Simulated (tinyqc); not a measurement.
What moves the results: ellipsoidal valleys in the axes of a wafer and a channel. A value that a table varies takes the place of the one given here.

Valleys with axes a along x, y and z, two valleys each; inverse mass tensor w = 1/mt + (1/ml - 1/mt) a a. Device axes: z = nz/|nz|, x = nx/|nx|, y = z cross x; in them a = (ax, ay, az). Confinement mass mz = 1/w_zz. In the plane w_ij is replaced by u_ij = w_ij - w_iz w_jz/w_zz (i, j = x, y); density-of-states mass md = 1/sqrt(det u); conductivity mass along x mc = 1/u_xx; ballistic transport mass mx = u_yy/det u, width mass my = 1/u_yy.

Hard walls: E_n = c (n pi/t)^2/mz, c = hbar^2/2m0, n = 1, 2, 3. Non-degenerate share of a valley proportional to md sum_n exp(-E_n/kT); mean 1/mc = sum of share/mc. 1 nm = 10 angstrom.

Constants: hbar^2/2m0 = 3.80998211 eV angstrom^2; kB = 8.617333262e-05 eV/K.

Parameters, chosen for this exercise (near those of the Delta valleys of Si; not measured data):
- ml = 0.93 m0 (longitudinal mass)
- mt = 0.187 m0 (transverse mass)
- t = 7 nm (thickness of the film)
- T = 300 K (temperature)
- nz = (0, 0, 1) (surface normal (confinement))
- nx = (1, 1, 0) (channel direction)

## Wafer and channel orientation

For each face/channel: the lowest ladder (mz, number of valleys, md, E1, share) and the mean conductivity mass over all valleys.

Results:

| face/channel | mz | valleys | md | E1 (meV) | share | mean mc |
|---|---|---|---|---|---|---|
| (001)/[110] | 0.930 | 2 | 0.187 | 8.3 | 0.536 | 0.2296 |
| (110)/[001] | 0.311 | 4 | 0.323 | 24.6 | 0.754 | 0.2327 |
| (111)/[11-2] | 0.255 | 6 | 0.357 | 30.1 | 1.000 | 0.2935 |
| (113)/[1-10] | 0.540 | 2 | 0.245 | 14.2 | 0.478 | 0.2413 |
| (111)/[1-10] | 0.255 | 6 | 0.357 | 30.1 | 1.000 | 0.2935 |
| (210)/[001] | 0.518 | 2 | 0.251 | 14.8 | 0.471 | 0.2316 |
| (110)/[1-11] | 0.311 | 4 | 0.323 | 24.6 | 0.754 | 0.3116 |

What can be read from the table?

The mean conductivity mass is lowest, 0.2296, for (001)/[110] and highest, 0.3116, for (110)/[1-11]; the bulk value is 0.2549. The confinement energy is lowest on the face with the heaviest mz ((001), 8 meV). The density of states of the lowest ladder, valleys times md, runs between 0.374 and 2.143; a small value limits the charge through the quantum capacitance.

## Thickness of the film

Share of the lowest ladder and mean conductivity mass.

Results:

| t (nm) | lowest E1 (meV) | spread of E1 (meV) | share of the lowest ladder | mean mc |
|---|---|---|---|---|
| 2.0 | 101.1 | 401.6 | 1.000 | 0.1870 |
| 3.0 | 44.9 | 178.5 | 0.996 | 0.1873 |
| 4.0 | 25.3 | 100.4 | 0.920 | 0.1932 |
| 5.0 | 16.2 | 64.3 | 0.757 | 0.2071 |
| 7.0 | 8.3 | 32.8 | 0.536 | 0.2296 |
| 10.0 | 4.0 | 16.1 | 0.421 | 0.2433 |
| 14.0 | 2.1 | 8.2 | 0.346 | 0.2531 |

What can be read from the table?

The spread falls as 1/t^2 and passes kT = 25.9 meV between t = 7 and 10 nm; the share of the lowest ladder goes from 1.000 to 0.346 and the mean mass goes from 0.1870 to 0.2531, against 0.2549 for equal shares, the limit of a thick film (the bulk value 3/(1/ml + 2/mt) is 0.2549). Three subbands a valley become too few once E3 nears kT.

## What each parameter does

Lowest E1, its share and the mean conductivity mass. Each row changes one parameter from the base and keeps the others.

Results:

| case | lowest E1 (meV) | share | mean mc (m0) |
|---|---|---|---|
| base | 8.25 | 0.5360 | 0.2296 |
| ml = 0.837 m0 | 9.17 | 0.5302 | 0.2287 |
| mt = 0.168 m0 | 8.25 | 0.5680 | 0.2041 |
| t = 6.3 nm | 10.19 | 0.5908 | 0.2235 |
| T = 270 K | 8.25 | 0.5617 | 0.2267 |

What does this show?

The largest shifts from the base row, up to three for each result and ties (the steps differ in size, so this ranks the rows, not the parameters). lowest E1 (meV): t +1.94, ml +0.92; unchanged at the printed digits by mt and T. share: t +0.0549, mt +0.0320, T +0.0257. mean mc (m0): mt -0.0254, t -0.0060, T -0.0029.

tinyqc: `OMP_NUM_THREADS=1 python tinyqc.py 1850414 1850415 out.jsonl`; about 0.01 s, one thread, shared Intel(R) Xeon(R) Processor @ 2.30GHz.
